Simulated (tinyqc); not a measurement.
Hubbard ring of 3 sites, step by step. One step of it, computed by the program tinyqc.

Question. The many-body Hamiltonian. Basis: all placements (u, d, 2, 0 on each site), up operators ordered before down ones; hops carry the sign of the same-spin electrons passed.

one-body matrix (hopping and site energies) (eV), lower triangle:
```
,1,2,3
1,0.000000
2,-1.640000,0.000000
3,-1.640000,-1.640000,0.000000
```

U = 7.200000 eV

electrons, up and down: 2  1

Give: H.

Answer.

H (eV), lower triangle:
```
,2u0,u20,uud,20u,udu,u02,duu,02u,0u2
2u0,7.2000
u20,-1.6400,7.2000
uud,-1.6400,-1.6400,0.0000
20u,-1.6400,0.0000,0.0000,7.2000
udu,0.0000,-1.6400,0.0000,-1.6400,0.0000
u02,0.0000,0.0000,-1.6400,-1.6400,-1.6400,7.2000
duu,1.6400,0.0000,0.0000,-1.6400,0.0000,0.0000,0.0000
02u,0.0000,1.6400,0.0000,0.0000,-1.6400,0.0000,-1.6400,7.2000
0u2,0.0000,0.0000,1.6400,0.0000,0.0000,-1.6400,-1.6400,-1.6400,7.2000
```
